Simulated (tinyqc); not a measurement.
# Thin-film transistor with exponential tail and deep states, accumulation layer, step by step

Computed by the program tinyqc: `OMP_NUM_THREADS=1 python tinyqc.py 2610109 2610110 out.jsonl`, one thread of a shared Intel Xeon 2.30GHz, about 0.03 s for the whole run. Printed values are rounded.

An undoped film in accumulation, thicker than the space-charge layer. With band bending psi the Fermi level lies E0 - psi below the band edge. Free electrons n = n0 exp(psi/Vt) carry the current; electrons in two exponential distributions of traps, a = a0 exp(psi/Va) and d = d0 exp(psi/Vp), do not. Linear regime, ohmic contacts, traps in equilibrium.

Parameters, values chosen for the exercise; values close to those of amorphous indium gallium zinc oxide:
```
symbol   value        unit                                        meaning
T          270           K                                    temperature
eps_r       10                 relative permittivity of the semiconductor
Nc      3.5e18       cm^-3                     density of extended states
mb          18  cm^2/(V s)                                  band mobility
Nt      3.7e18       cm^-3                   total density of tail states
Tt         360           K         characteristic temperature of the tail
Nd      5.7e16       cm^-3                   total density of deep states
Td        1490           K  characteristic temperature of the deep states
E0        0.65          eV           bulk Fermi level below the band edge
Ci          60     nF/cm^2                               gate capacitance
WL          10                                                  ratio W/L
Vd         0.1           V                                  drain voltage
Vg         7.4           V                   gate voltage above flat band
```

Constants: q = 1.602176634e-19 C, kB = 1.380649e-23 J/K, Vt = kB T/q, eps0 = 8.8541878128e-14 F/cm where lengths are in cm. Results are converted to the units shown.

Range of the model: The Fermi level at the surface comes within 2 Vt of the band edge, where the exponential forms for free and trapped electrons fail. The th form assumes a Fermi level far below the band edge; at the surface it overcounts the filled tail by a factor of about 5.2.

## Bulk densities

Va = kB Tt/q, Vp = kB Td/q; n0 = Nc exp(-E0/Vt), a0 = Nt th(T/Tt) exp(-E0/Va), d0 = Nd th(T/Td) exp(-E0/Vp), th(x) = pi x/sin(pi x).

Va = 0.03102240 V
Vp = 0.1283983 V
th(T/Tt) = 3.332162
n0 = 2.577916e6 cm^-3
a0 = 9.802308e9 cm^-3
d0 = 3.810926e14 cm^-3

## Iteration 1: surface potential by Newton steps

psi at the start = 0.7 V

Va = kB Tt/q, Vp = kB Td/q. G(psi) = sum over the three kinds of c0 [V (exp(psi/V) - 1) - psi], field F = sqrt(2 q G/(eps0 eps_r)); Vg = psi + eps0 eps_r F/Ci at the surface. f = psi + eps0 eps_r F/Ci - Vg, f' = 1 + q rho/(Ci F) with rho = sum c0 (exp(psi/V) - 1); psi(new) = psi - f/f'.

F = 974.9109 kV/cm
f = 7.686741 V
f' = 252.6934
psi after iteration 1 = 0.6695808 V

## Iteration 2: surface potential by Newton steps

As before.

F = 575.9560 kV/cm
f = 1.768952 V
f' = 146.4227
psi after iteration 2 = 0.6574996 V

## Course of the iteration: surface potential by Newton steps

Stop when psi changes by less than 1e-10 V, or after 30 iterations. psi must stay between 0 and 5 V.

Course of the iteration:

| iteration | psi (V) | \|change\| (V) |
|---|---|---|
| 1 | 0.6695808 | 0.0304 |
| 2 | 0.6574996 | 0.0121 |
| 3 | 0.6560106 | 1.49e-3 |
| 4 | 0.6559908 | 1.98e-5 |
| 5 | 0.6559908 | 3.45e-9 |
| 6 | 0.6559908 | 0 |

Converged in 6 iterations. At the end the number of correct digits about doubles with each step.

## Free and total charge, current

psi_s = 0.6559908 V

Va = kB Tt/q, Vp = kB Td/q. G(psi) = sum over the three kinds of c0 [V (exp(psi/V) - 1) - psi], field F = sqrt(2 q G/(eps0 eps_r)); Vg = psi + eps0 eps_r F/Ci at the surface. Total charge Q = Ci (Vg - psi_s); free charge Qf = q times the integral of n0 (exp(psi/Vt) - 1)/F over psi from 0 to psi_s; I = (W/L) mb Qf Vd; effective mobility mb Qf/Q.

surface densities (cm^-3): free 4.527848e18, tail 1.495532e19, deep 6.307464e16
Q = 404.6406 nC/cm^2
Qf = 59.35098 nC/cm^2
effective mobility = 2.640165 cm^2/(V s)
I = 1068.318 nA

14.7 % of the induced charge is free, against 23.2 % of the electrons right at the surface.
